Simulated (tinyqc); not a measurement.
True capacitance, leakage and series resistance from two frequencies.

Problem. A capacitance C in parallel with G and in series with Rs is measured as Cp and D = Gp/(w Cp) at two frequencies. The series reading Cs = Cp (1 + D^2) equals C + G^2/(w^2 C), and Re Z = D/(w Cp (1 + D^2)) = Rs + G/(G^2 + w^2 C^2). Find C, G and Rs.

f (Hz): 1e6  3e6
Cp (pF): 3.21394953  3.21394852
D: 2.62048827  0.874024370

Solution. w^2 Cs = w^2 C + G^2/C is a straight line in w^2 with slope C; the intercept gives G, and the real part then gives Rs.

C = 3.217 pF
G = 52.94 uS
Rs = 9.800 ohm

Computed by the program tinyqc: `OMP_NUM_THREADS=1 python tinyqc.py 2022193 2022194 out.jsonl`, one thread of a shared Intel Xeon 2.30GHz, about 0.01 s for the whole run.
